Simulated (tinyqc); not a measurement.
## Circuit elements from the admittance matrix

Question. Y belongs to a common-source circuit with y11 = i w (Cgs + Cgd), y12 = -i w Cgd, y21 = gm - i w Cgd, y22 = gds + i w (Cgd + Cd) and a resistance Rg in series with the gate; w = 2 pi f. Find Rg, Cgs + Cgd, Cgd, gm, gds and Cd.

Inputs (values chosen for the exercise): signal frequency f = 0.6 GHz.

Y with Rg (mS):

|  | 1 | 2 |
|---|---|---|
| 1 | 0.004103460+1.174200076i | -0.000358346-0.102540332i |
| 2 | 5.509334588-0.121794977i | 0.050175988+0.252003459i |

Answer. 1/Y11 = Rg + 1/(i w (Cgs + Cgd)) gives Rg; removing it from Z11 returns the inner y, whose parts are read off.

Rg = 2.98 ohm
Cgs + Cgd = 311 fF
Cgd = 27.2 fF
gm = 5.51 mS
gds = 0.0501 mS
Cd = 39.2 fF

Numbers from tinyqc (`OMP_NUM_THREADS=1 python tinyqc.py 2150029 2150030 out.jsonl`; about 0.01 s on one thread of a shared Intel Xeon 2.30GHz).
